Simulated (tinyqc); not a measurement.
# Permittivity and interface capacitance from two thicknesses

Problem. 1/C = t/(eps0 ek) + 2/ci for planar capacitors that differ only in thickness. Find ek, ci and the EOT of the interfaces, 2 x 3.9 eps0/ci.

Constants: eps0 = 8.8541878128e-14 F/cm where lengths are in cm. Results are converted to the units shown.

C at t = 7.8 and 23 nm (uF/cm^2): [2.9777859, 1.0266950]

Answer. 1/C is a straight line in t: the slope gives ek and the intercept 2/ci. A single thickness would give only the effective permittivity; when the interfaces are a small part of 1/C, ci needs very accurate data.

ek = 26.9
ci = 240 uF/cm^2
EOT of the interfaces = 0.0288 nm

tinyqc, about 0.01 s, one thread, Intel Xeon 2.30GHz (shared host): `OMP_NUM_THREADS=1 python tinyqc.py 2102041 2102042 out.jsonl`
